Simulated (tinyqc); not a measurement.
Changing the temperature T: thermal displacements in the Debye model: Debye-Waller factors, bond-length spread and the Lindemann rule. Computed by tinyqc, a small Python program. Command: `OMP_NUM_THREADS=1 python tinyqc.py 3025402 3025403 out.jsonl debyewaller sweep`. One thread of a shared host (Intel(R) Xeon(R) Processor @ 2.30GHz), about 0.01 s of CPU time with the checks.

A Debye spectrum with three branches of one velocity, cut at k_B Theta; 4 atoms per cube, nearest neighbours at d = 0.707107 a.

Inputs (values chosen for the exercise, modelled on nickel):
```
quantity,value,unit
atomic mass M,58.69,u
Debye temperature Theta,404,K
lattice constant a,3.524,angstrom
Lindemann ratio x_L,0.11,-
gamma-ray energy E,35.5,keV
photoelectron wave number k,13,1/angstrom
```

Structure: fcc.

reflection (h k l): [5, 1, 1]

Constants: hbar^2/u = 4.18015928e-03 eV angstrom^2; k_B = 8.617333262e-05 eV/K; e = 1.602176634e-19 C; u = 1.6605390666e-27 kg; c = 299792458 m/s; hbar = 6.582119569e-16 eV s.

Method:
- <u_x^2> = (3 hbar^2/(2 M k_B Theta)) int_0^1 s coth(s Theta/(2T)) ds (64 Gauss-Legendre points); it tends to 3 hbar^2/(4 M k_B Theta) at T = 0 and to 3 hbar^2 T/(M k_B Theta^2) at high T.
- B = 8 pi^2 <u_x^2>.
- G = 2 pi sqrt(h^2 + k^2 + l^2)/a; the intensity is multiplied by exp(-2W), 2W = G^2 <u_x^2>; the loss goes into thermal diffuse scattering.
- A nucleus of this mass is supposed to emit a gamma ray of the energy chosen: recoil energy E_R = E^2/(2 M c^2), wave number k_g = E/(hbar c), recoil-free fraction f = exp(-k_g^2 <u_x^2>).
- Correlated Debye model: sigma^2 = (3 hbar^2/(M k_B Theta)) int_0^1 s coth(s Theta/(2T)) [1 - sin(s q_D R)/(s q_D R)] ds for two atoms at distance R, q_D = (6 pi^2 n)^(1/3), n atoms per volume; uncorrelated motion would give 2 <u_x^2>.
- An EXAFS amplitude is damped by exp(-2 k^2 sigma^2).

One run for each value:
```
temperature T (K),B factor (angstrom^2),intensity factor exp(-2W),sigma^2 of the nearest bond (angstrom^2),correlation 1 - sigma^2/(2 <u_x^2>),recoil-free fraction f
13,0.1220,0.87582,0.002642,0.14480,0.60653
22,0.1235,0.87435,0.002644,0.15486,0.60272
37,0.1278,0.87026,0.002658,0.17929,0.59214
60,0.1386,0.86010,0.002728,0.22311,0.56650
99,0.1665,0.83444,0.003022,0.28352,0.50535
160,0.2240,0.78391,0.003785,0.33281,0.39931
270,0.3436,0.68832,0.005540,0.36340,0.24454
450,0.5518,0.54891,0.008717,0.37633,0.10416
740,0.8950,0.37799,0.014026,0.38127,0.02551
1200,1.4439,0.20811,0.022563,0.38312,0.00269
```

Over the rows, B factor (angstrom^2) rises from 0.122 to 1.44 (exponent d ln y / d ln x 0.024 between the first rows and 0.99 between the last); intensity factor exp(-2W) falls from 0.876 to 0.208 (exponent d ln y / d ln x -0.0032 between the first rows and -1.2 between the last); sigma^2 of the nearest bond (angstrom^2) rises from 0.00264 to 0.0226 (exponent d ln y / d ln x 0.0013 between the first rows and 0.98 between the last). At the high end the exponent of B factor is 0.99, close to 1: the classical law. At the low end the exponent of B factor is 0.02, close to 0: zero-point motion. ln of the intensity factor is -G^2 <u_x^2>, flat at low T and linear in T at high T.

Caution (rows 1200): the displacement is near or above the Lindemann value, where anharmonic terms matter.
